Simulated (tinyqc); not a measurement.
Brillouin zone and empty-lattice bands of the fcc structure: sweeps and comparisons. A value that a table varies takes the place of the one given here.

Primitive vectors a (0,1/2,1/2), a (1/2,0,1/2), a (1/2,1/2,0); one atom. Reciprocal vectors obey a_i.b_j = 2 pi delta_ij; k is given in units of 2 pi/a. Empty-lattice levels are c0 (2 pi/a)^2 |k + G|^2, c0 = hbar^2/2m0. Points: X = (1, 0, 0), L = (0.5, 0.5, 0.5), K = (0.75, 0.75, 0), W = (1, 0.5, 0), U = (1, 0.25, 0.25).

Constants: hbar^2/2m0 = 3.80998211 eV angstrom^2.

Parameters, chosen for this exercise (out of a larger set: lattice near that of Cu; not measured data): a = 3.615 angstrom (lattice constant).

## Electron counts at which the sphere reaches the zone

Z = V kF^3/(3 pi^2), V the volume of the primitive cell, with kF = |k| of each point.

Results:
```
point  |k| (2 pi/a)  Z per atom  EF there (eV)
X            1.0000       2.094         11.510
L            0.8660       1.360          8.632
K            1.0607       2.499         12.948
W            1.1180       2.927         14.387
U            1.0607       2.499         12.948
```

The sphere first touches the zone at L, for Z = 1.360, and covers it at W, for Z = 2.927, while the zone itself holds 2 electrons per atom. These counts do not depend on a. First contact at 1.36 (fcc) and 1.48 (bcc) is the free-electron argument for the Hume-Rothery limits of brasses.

## Empty-lattice bands from Gamma to U

k = f x U; the eight lowest levels, degenerate ones repeated.

Levels (eV):
```
f          1      2      3      4      5      6      7      8
0.000   0.00  34.53  34.53  34.53  34.53  34.53  34.53  34.53
0.167   0.36  29.13  31.05  31.05  32.97  36.81  38.73  38.73
0.333   1.44  24.46  28.29  28.29  32.13  32.13  39.80  43.64
0.500   3.24  20.50  26.26  26.26  26.26  32.01  43.52  43.52
0.667   5.75  17.26  21.10  24.94  24.94  32.61  44.12  44.12
0.833   8.99  14.75  16.67  24.34  24.34  33.93  45.44  45.44
1.000  12.95  12.95  12.95  24.46  24.46  35.97  47.48  47.48
```

Band 1 is the parabola f^2 x 12.95 eV. The next levels start from the first shell of G at 34.53 eV; a branch falls at first if its G has a component against k, and branches cross. The second level ends at 12.95 eV and meets band 1 at the zone surface.

Computed by tinyqc, a small Python program: `OMP_NUM_THREADS=1 python tinyqc.py 1851015 1851016 out.jsonl` (the numbers bound the seed that draws the inputs); one thread of a shared host (Intel(R) Xeon(R) Processor @ 2.30GHz), about 0.02 s for the whole set of steps.
